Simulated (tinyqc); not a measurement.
# Changing the mobility mu

Model: current of a Schottky diode by thermionic-emission-diffusion theory, and its read-back from I-V-T and C-V data. Computed by tinyqc, a small Python program. Command: `OMP_NUM_THREADS=1 python tinyqc.py 3007684 3007685 out.jsonl schottky sweep`. One thread of a shared host (Intel(R) Xeon(R) Processor @ 2.30GHz), about 0.01 s of CPU time with the checks.

Full ionisation, no tunnelling, no recombination current. V is the voltage across the junction itself, forward positive.

Inputs (values chosen for the exercise, modelled on p-type silicon):
```
quantity,value,unit
Richardson constant A*,31.6,A/(cm^2 K^2)
"effective density of states at 300 K, N_c",2.7e+19,1/cm^3
permittivity eps,11.7,-
barrier without image force phi_0 (mean),0.623,eV
doping N,1.8e+17,1/cm^3
series resistance R_s,0.22,milliohm cm^2
junction voltage V,0.23,V
temperature T,350,K
standard deviation sigma,43,meV
"relative change of sigma^2 with bias, rho",0.28,1/V
```

Barrier: Gaussian spread of heights.

Constants: k_B = 8.617333262e-05 eV/K; e = 1.602176634e-19 C; eps_0 = 8.8541878128e-12 F/m.

Method:
- N_c(T) = N_c (T/300 K)^(3/2); V_bi = phi_0 - (k_B T/e) ln(N_c(T)/N); surface field F = sqrt(2 e N (V_bi - V - k_B T/e)/(eps eps_0)); image lowering d_phi = sqrt(e F/(4 pi eps eps_0)); effective barrier phi = phi_0 - d_phi - sigma^2 (1 - rho V)/(2 k_B T).
- Collection velocity v_R = A* T^2/(e N_c(T)); diffusion velocity v_D = mu F; J = e N_c(T) v_R/(1 + v_R/v_D) exp(-phi/k_B T) [exp(e V/k_B T) - 1].
- Terminal voltage V + J R_s.
- Ideality n = (e/k_B T)/(d ln J/dV) by a central difference of +/- 1 mV; J_0 = J exp(-e V/(n k_B T)); apparent barrier phi_IV = k_B T ln(A* T^2/J_0); a C-V plot gives phi_CV = phi_0, the mean without lowering.

One run for each value:
```
mobility mu (cm^2/(V s)),current density J (A/cm^2),apparent barrier phi_IV (eV),ideality factor n,v_D (cm/s)
0.5,5.11,0.6105,1.137,5.338e+04
1.6,14.16,0.5819,1.126,1.708e+05
5,31.35,0.5619,1.104,5.338e+05
16,51.60,0.5516,1.080,1.708e+06
50,64.47,0.5478,1.065,5.338e+06
160,70.13,0.5466,1.059,1.708e+07
500,72.09,0.5462,1.056,5.338e+07
1600,72.74,0.5461,1.056,1.708e+08
5000,72.95,0.5461,1.055,5.338e+08
```

What does the table show, and why?

Over the rows, current density J (A/cm^2) rises from 5.11 to 72.9 (exponent d ln y / d ln x 0.88 between the first rows and 0.0025 between the last); apparent barrier phi_IV (eV) falls from 0.611 to 0.546; ideality factor n falls from 1.14 to 1.06 (exponent d ln y / d ln x -0.0089 between the first rows and -1.9e-4 between the last). At the high end the exponent of current density J is 0.00, close to 0: thermionic emission limits. Reading a diffusion-limited diode with the thermionic formula overstates the barrier by k_B T ln(1 + v_R/v_D).
